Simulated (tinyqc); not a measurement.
Two-step dopant diffusion (predeposition and drive-in) with a constant diffusivity: one step, computed by the program tinyqc.

Fick diffusion into a half space x > 0 whose background doping C_B is of the opposite type, so that a junction lies where C = C_B.

Problem. Thermal budget with ramps. D = D0 exp(-E/(k_B T)). Temperatures in kelvin are T(C) + 273.15. One ramp between the stand-by temperature and T2 adds int D dT / rate (40-point Gauss-Legendre); the usual estimate counts it as an extra time k_B T2^2/(E rate) at T2. (Dt)2 = D2 t2 + two ramps, times in seconds.

Inputs (values chosen for the exercise, modelled on boron in silicon): prefactor D0 = 0.919 cm^2/s; activation energy E = 3.51 eV; predeposition temperature T1 = 1050 C; drive-in temperature T2 = 1050 C; drive-in time t2 = 240 min; ramp rate = 2 C/min; stand-by temperature = 750 C.

Furnace ramps of the drive-in: linear ramps.

D2 = 3.926370e-14 cm^2/s

Constants: k_B = 8.617333262e-05 eV/K.

Give: budget of one ramp; estimated extra time of one ramp; drive-in budget (Dt)2.

Solution.

budget of one ramp = 4.762e-11 cm^2

estimated extra time of one ramp = 21.49 min

drive-in budget (Dt)2 = 6.606e-10 cm^2

The integral equals 20.2 min at T2, against the estimate 21.5 min; both ramps make 14 % of the budget.
